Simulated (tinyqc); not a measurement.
Heat flow across a film from the phonon Boltzmann equation in the relaxation-time approximation: one step, computed by the program tinyqc. Command: `OMP_NUM_THREADS=1 python tinyqc.py 3015951 3015952 out.jsonl slabbte walk`. One thread of a shared host (Intel(R) Xeon(R) Processor @ 2.30GHz), about 0.02 s of CPU time with the checks.

Two black walls, hot at x = 0 and cold at x = L, emit phonons isotropically. For one free path Lambda, with tau = x/Lambda, tau_L = L/Lambda and phi = (T - T_cold)/Delta T, energy balance gives phi(tau) = (1/2) [E2(tau) + int_0^tau_L phi(s) E1(|tau - s|) ds]; E_n are the exponential integrals. The flux over the ballistic flux C v Delta T/4 is psi = 1 - 2 int_0^tau_L phi(s) E2(s) ds, and kappa_eff/kappa = (3/4) tau_L psi. kappa = C v Lambda/3 is an input, so at fixed kappa a longer free path means a smaller C v.

Problem. The small linear system for Lambda_1. Cut the film into n equal cells with constant phi, collocated at the centres c_i: the kernel integrates to A_ij = |E2(|c_i - e_j|) - E2(|c_i - e_(j+1)|)|/2 for cell edges e_j, and A_ii = 1 - E2(half a cell); solve (1 - A) phi = E2(c)/2; psi = 1 - 2 sum_j phi_j [E3(e_j) - E3(e_(j+1))].

Inputs (values chosen for the exercise, modelled on germanium): film thickness L = 14 nm; free path Lambda_1 = 100 nm; cells n in the small system = 6.

Give: optical thickness tau_L; 1 - A; right-hand side E2(c)/2; flux weights E3(e_j) - E3(e_(j+1)).

Solution.

optical thickness tau_L = 0.14

1 - A, lower triangle (symmetric):
```
          1         2         3         4         5        6
1   0.94307
2  -0.03791   0.94307
3  -0.02968  -0.03791   0.94307
4  -0.02515  -0.02968  -0.03791   0.94307
5  -0.02203  -0.02515  -0.02968  -0.03791   0.94307
6  -0.01967  -0.02203  -0.02515  -0.02968  -0.03791  0.94307
```

right-hand side E2(c)/2: 0.47154  0.43363  0.40395  0.37880  0.35677  0.33710

flux weights E3(e_j) - E3(e_(j+1)): 0.022057  0.020251  0.018859  0.017683  0.016654  0.015735
